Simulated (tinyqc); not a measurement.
Solid solubility of a dopant against its melt (retrograde solidus), clustering and the electrically active fraction: one step, computed by the program tinyqc. Command: `OMP_NUM_THREADS=1 python tinyqc.py 3002056 3002057 out.jsonl retro walk`. One thread of a shared host (Intel(R) Xeon(R) Processor @ 2.30GHz), about 0.01 s of CPU time with the checks.

Question. Liquidus and solidus at T. x_l and x_s are atom fractions of the dopant in melt and solid; the solid is dilute. Liquidus of the host: R T ln(1 - x_l) + L x_l^2 = -H_f (1 - T/T_m). Distribution: k = x_s/x_l = exp[L (1 - x_l)^2/(R T)] exp(S/k_B - H/(k_B T)), the first factor being the activity coefficient in the melt. Solubility = x_s N0; at T_m x_l = 0.

Inputs (values chosen for the exercise, for a model dopant):
```
quantity,value,unit
melting point of the host T_m,1687,K
heat of melting of the host H_f,50.2,kJ/mol
interaction L of the melt,8.4,kJ/mol
enthalpy of transfer from melt to solid H,0.463,eV
entropy of transfer S,-2.76,k_B
site density N0,5e+22,1/cm^3
temperature T,1070,K
```

Constants: R = 8.314462618 J/(mol K); k_B = 8.617333262e-05 eV/K.

Give: x_l; distribution coefficient k; x_s; solubility; k at the melting point.

Answer.

x_l = 0.9454

distribution coefficient k = 4.186e-04

x_s = 3.957e-04

solubility = 1.979e+19 1/cm^3

k at the melting point = 0.004767

k has changed by a factor 0.088 from its value at T_m, while x_l has grown from 0 to 0.945.
